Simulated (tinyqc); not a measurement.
# Surface potential of a MOS transistor: implicit equation and explicit approximations: what changes with what

p-type body, charge-sheet picture, depletion and inversion only, full ionisation (an idealisation for deep acceptors), Boltzmann statistics (rough once Na exp(x - xn) passes about Nc/7). In units of Vt: xg = (Vg - Vfb)/Vt, x = psi/Vt, G = gamma/sqrt(Vt), xn = (2 phiF + Vc)/Vt. The implicit equation is (xg - x)^2 = G^2 [x - 1 + exp(x - xn)] for x above about 3. Cox = eps0 eox/tox.

Inputs (values chosen for the exercise); band and dielectric values close to those of silicon:
- T = 300 K (temperature)
- Eg = 1.14 eV (band gap)
- eps_r = 11.9 (relative permittivity)
- Nc = 2.76e19 cm^-3 (conduction-band density of states at T)
- Nv = 2.66e19 cm^-3 (valence-band density of states at T)
- eox = 3.9 (relative permittivity of the gate insulator (close to silicon dioxide))
- tox = 4.8 nm (insulator thickness)
- Na = 8.1e16 cm^-3 (acceptor density)
- Vfb = -0.64 V (flat-band voltage)
- Vc = 0.2 V (channel-body voltage)
- Vg = 1.18 V (gate-body voltage)

Constants: q = 1.602176634e-19 C, kB = 1.380649e-23 J/K, Vt = kB T/q, eps0 = 8.8541878128e-14 F/cm where lengths are in cm. Results are converted to the units shown.

Each table varies one quantity; the others keep the values above.

## Accuracy of the approximations against gate voltage

ni = sqrt(Nc Nv) exp(-Eg/(2 Vt)), Eg in volts; phiF = Vt ln(Na/ni); gamma = sqrt(2 q eps0 eps_r Na)/Cox; VT = Vfb + Vt (xn + G sqrt(xn - 1)). Depletion value a = 1 + [sqrt(G^2/4 + xg - 1) - G/2]^2; inversion value b = xn + ln[(xg - xn)^2/G^2 - xn + 1] and first guess y = min(a, b) - ln(1 + exp(-|a - b|)) if a > xn + 1, else b = y = a; one second-order correction with D = exp(y - xn), p = 2 (xg - y) + G^2 (1 + D), w = (xg - y)^2 - G^2 (y - 1 + D): z = y + 2 w/(p + sqrt(p^2 - 2 (2 - G^2 D) w)), or the Newton step z = y + w/p where the root is not real. N_inv = (Cox Vt G/q) [sqrt(x - 1 + exp(x - xn)) - sqrt(x - 1)] at the root. Lambert form (Cox m Vt/q) W0[(G/(2 m sqrt(xn - 1))) exp((Vg - VT)/(m Vt))], m = 1 + G/(2 sqrt(xn - 1)). Errors under 1e-4 mV, and the linear form below VT, are printed as 0.

Result of one run:
```
Vg (V)	psi (V)	x - xn	error of y (mV)	error of z (mV)	N_inv (cm^-2)	Cox (Vg - VT)/q (cm^-2)	Lambert form (cm^-2)
1.23	1.1867	5.6935	11.6	-0.591	1.9563e12	2.6901e12	2.0388e12
```

What becomes of these results when the gate-body voltage Vg is changed from 1.23 to 1.83 V, all else the same?

Result of the changed run:
```
Vg (V)	psi (V)	x - xn	error of y (mV)	error of z (mV)	N_inv (cm^-2)	Cox (Vg - VT)/q (cm^-2)	Lambert form (cm^-2)
1.83	1.2204	7.0002	7.37	-0.125	4.4826e12	5.3842e12	4.6269e12
```

The whole series:
```
Vg (V)	psi (V)	x - xn	error of y (mV)	error of z (mV)	N_inv (cm^-2)	Cox (Vg - VT)/q (cm^-2)	Lambert form (cm^-2)
0.23	0.68357	-13.766	0	0	17279	0	11957
0.43	0.86004	-6.9402	2.80e-3	0	1.4141e7	0	1.2393e7
0.63	1.0363	-0.12141	2.34	-2.81e-4	1.1689e10	0	1.1733e10
0.83	1.1345	3.6765	20.8	5.59	4.1962e11	8.9402e11	4.4079e11
1.03	1.1674	4.9473	15.0	-1.57	1.1542e12	1.7920e12	1.2084e12
1.23	1.1867	5.6935	11.6	-0.591	1.9563e12	2.6901e12	2.0388e12
1.43	1.2005	6.2304	9.66	-0.309	2.7854e12	3.5881e12	2.8916e12
1.63	1.2114	6.6521	8.34	-0.188	3.6293e12	4.4861e12	3.7558e12
1.83	1.2204	7.0002	7.37	-0.125	4.4826e12	5.3842e12	4.6269e12
```

psi rises from 0.684 to 1.22 V and ends 7.0 Vt above 2 phiF + Vc. Among the rows the first guess is off by at most 21 mV (at Vg = 0.83 V) and the corrected value by at most 5.6 mV. In the last row the linear form is 20 % above N_inv and the Lambert form 3.2 % above it; in the first row the Lambert form is 31 % below it. For Vg = 1.03, 1.23, 1.43, 1.63, 1.83 the electron quasi-Fermi level lies less than 2 Vt below the band edge at the surface, or above it, where degeneracy and confinement, left out, matter.

## Effect of the acceptor density at fixed gate voltage

Same model as above.

Vfb is held fixed.

Results:
```
Na (cm^-3)	psi (V)	x - xn	error of y (mV)	error of z (mV)	N_inv (cm^-2)	Cox (Vg - VT)/q (cm^-2)	Lambert form (cm^-2)
2.7e15	1.105	9.323	15.1	-1.75	3.016e12	4.122e12	3.277e12
5.9e15	1.123	8.484	14.3	-1.37	2.836e12	3.852e12	3.051e12
1.3e16	1.142	7.627	13.5	-1.07	2.607e12	3.533e12	2.777e12
2.8e16	1.160	6.779	12.8	-0.854	2.318e12	3.157e12	2.447e12
6.2e16	1.177	5.860	12.3	-0.732	1.918e12	2.664e12	2.006e12
1.4e17	1.192	4.804	12.7	-0.801	1.355e12	1.993e12	1.406e12
6.5e17	1.131	-0.6199	3.28	-1.09e-3	1.928e10	0	1.920e10
```

Estimate the missing row, Na = 3e17 cm^-3.

Computed row:
```
Na (cm^-3)	psi (V)	x - xn	error of y (mV)	error of z (mV)	N_inv (cm^-2)	Cox (Vg - VT)/q (cm^-2)	Lambert form (cm^-2)
3e17	1.196	3.452	15.5	-1.64	6.509e11	1.135e12	6.704e11
```

With this row back in the table: As Na goes from 2.7e15 to 6.5e17, psi goes from 1.10 through a maximum of 1.20 (at Na = 3e17 among the rows listed) to 1.13 V, x - xn falls from 9.32 to -0.620 and N_inv falls from 3.02e12 to 1.93e10 cm^-2. The Lambert form lies between 0.996 and 1.09 times N_inv. For Na = 2.7e15, 5.9e15, 1.3e16, 2.8e16, 6.2e16, 1.4e17, 3e17 the electron quasi-Fermi level lies less than 2 Vt below the band edge at the surface, or above it, where degeneracy and confinement, left out, matter.

tinyqc, about 0.01 s, one thread, Intel Xeon 2.30GHz (shared host): `OMP_NUM_THREADS=1 python tinyqc.py 2122052 2122053 out.jsonl`
